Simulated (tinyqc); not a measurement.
CCSD on RHF in the sto-3g basis, frozen core, for BeH2, spin multiplicity 1, step by step. One step of it, computed by the program tinyqc.

Task: CCSD: starting amplitudes. t_ij^ab = <ij||ab> / (e_i + e_j - e_a - e_b), whose energy is MP2.

orbital energies (hartree): MO1 -4.524104, MO2 -0.445102, MO3 -0.402203, MO4 0.212837, MO5 0.213158, MO6 0.421318, MO7 0.848014

Two-electron integrals over orbitals (pq|rs), unique and non-zero (hartree); the lowest 1 orbital is frozen and left out:
```
(22|22) 0.423691    (32|22) -0.068994   (32|32) 0.132381    (33|22) 0.372055
(33|32) 0.056145    (33|33) 0.451435    (42|22) 0.002756    (42|32) -0.000617
(42|33) 0.002293    (42|42) 0.047095    (43|22) -0.000893   (43|32) 0.002846
(43|33) 0.001917    (43|42) 0.007001    (43|43) 0.015401    (44|22) 0.363960
(44|32) -0.000206   (44|33) 0.347818    (44|42) -0.006531   (44|43) -0.001716
(44|44) 0.450091    (52|52) 0.047088    (53|52) 0.007012    (53|53) 0.015299
(54|52) -0.002233   (54|53) -0.000520   (54|54) 0.024339    (55|22) 0.364099
(55|32) -0.000201   (55|33) 0.347850    (55|42) -0.002083   (55|43) -0.000681
(55|44) 0.401297    (55|55) 0.449859    (62|22) -0.029218   (62|32) 0.020933
(62|33) -0.034672   (62|42) -0.000826   (62|43) 0.000080    (62|44) 0.054746
(62|55) 0.055071    (62|62) 0.075556    (63|22) 0.036757    (63|32) -0.081063
(63|33) -0.048308   (63|42) 0.000037    (63|43) -0.002753   (63|44) 0.020062
(63|55) 0.020150    (63|62) 0.007879    (63|63) 0.088497    (64|22) 0.001068
(64|32) -0.000240   (64|33) -0.000980   (64|42) 0.045223    (64|43) 0.011087
(64|44) -0.001392   (64|55) 0.001677    (64|62) 0.005191    (64|63) 0.001782
(64|64) 0.049873    (65|52) 0.045600    (65|53) 0.011191    (65|54) -0.001546
(65|65) 0.050166    (66|22) 0.382685    (66|32) 0.012329    (66|33) 0.406771
(66|42) 0.006274    (66|43) 0.001866    (66|44) 0.361512    (66|55) 0.361959
(66|62) -0.028261   (66|63) -0.018495   (66|64) 0.004163    (66|66) 0.407545
(72|22) -0.022900   (72|32) 0.039712    (72|33) 0.009310    (72|42) -0.001556
(72|43) 0.002541    (72|44) 0.015388    (72|55) 0.015404    (72|62) 0.030101
(72|63) -0.054027   (72|64) 0.000617    (72|66) -0.002326   (72|72) 0.061562
(73|22) 0.002209    (73|32) -0.001308   (73|33) 0.017952    (73|42) 0.003749
(73|43) 0.001437    (73|44) -0.061326   (73|55) -0.061341   (73|62) -0.067440
(73|63) -0.029824   (73|64) -0.002092   (73|66) 0.022764    (73|72) -0.012958
(73|73) 0.079386    (74|22) -0.002961   (74|32) 0.006232    (74|33) 0.002957
(74|42) 0.006501    (74|43) -0.012303   (74|44) -0.000267   (74|55) -1.87e-06
(74|62) 0.001147    (74|63) -0.004004   (74|64) 0.002533    (74|66) 0.001087
(74|72) 0.001227    (74|73) -0.000160   (74|74) 0.017237    (75|52) 0.006551
(75|53) -0.012426   (75|54) -0.000134   (75|65) 0.002585    (75|75) 0.016917
(76|22) 0.061027    (76|32) -0.126386   (76|33) -0.061257   (76|42) 0.001098
(76|43) -0.003451   (76|44) 0.000836    (76|55) 0.000885    (76|62) -0.017473
(76|63) 0.090646    (76|64) 0.000901    (76|66) -0.017468   (76|72) -0.052556
(76|73) -0.002701   (76|74) -0.005909   (76|76) 0.136637    (77|22) 0.427392
(77|32) -0.022243   (77|33) 0.425818    (77|42) 0.000697    (77|43) -0.000437
(77|44) 0.386425    (77|55) 0.386330    (77|62) -0.031456   (77|63) 0.008433
(77|64) -0.001572   (77|66) 0.424111    (77|72) -0.014010   (77|73) 0.003284
(77|74) -0.000838   (77|76) 0.016243    (77|77) 0.478014
```

Give: Starting amplitudes; correlation energy.

Result:

Starting amplitudes (spin orbitals 1a, 1b, ...; amplitudes related by a flip of all spins are not repeated; the 24 largest):

| from | to | t |
|---|---|---|
| 3a 3b | 6a 6b | -0.0537 |
| 2a 2b | 6a 6b | -0.0436 |
| 2a 2b | 4a 4b | -0.0358 |
| 2a 2b | 5a 5b | -0.0358 |
| 2a 3b | 6a 7b | 0.0319 |
| 3a 3b | 7a 7b | -0.0317 |
| 2a 3b | 6b 7a | -0.0255 |
| 2a 2b | 7a 7b | -0.0238 |
| 3a 3b | 6a 7b | 0.0144 |
| 2a 2b | 6a 7b | -0.0139 |
| 3a 3b | 4a 4b | -0.0125 |
| 3a 3b | 5a 5b | -0.0124 |
| 2a 3a | 6a 7a | 0.0063 |
| 2a 3b | 5a 5b | -0.0055 |
| 2a 3b | 4a 4b | -0.0055 |
| 2a 3b | 7a 7b | 0.0051 |
| 2a 3b | 6a 6b | -0.0047 |
| 2a 3b | 4a 7b | -0.0020 |
| 3a 3b | 4a 6b | 0.0019 |
| 2a 3b | 4b 7a | 0.0013 |
| 2a 2b | 4a 7b | 0.0008 |
| 3a 3b | 4a 7b | -0.0008 |
| 2a 3a | 4a 7a | -0.0006 |
| 2a 2b | 4a 6b | 0.0005 |

correlation energy = -0.025109 hartree
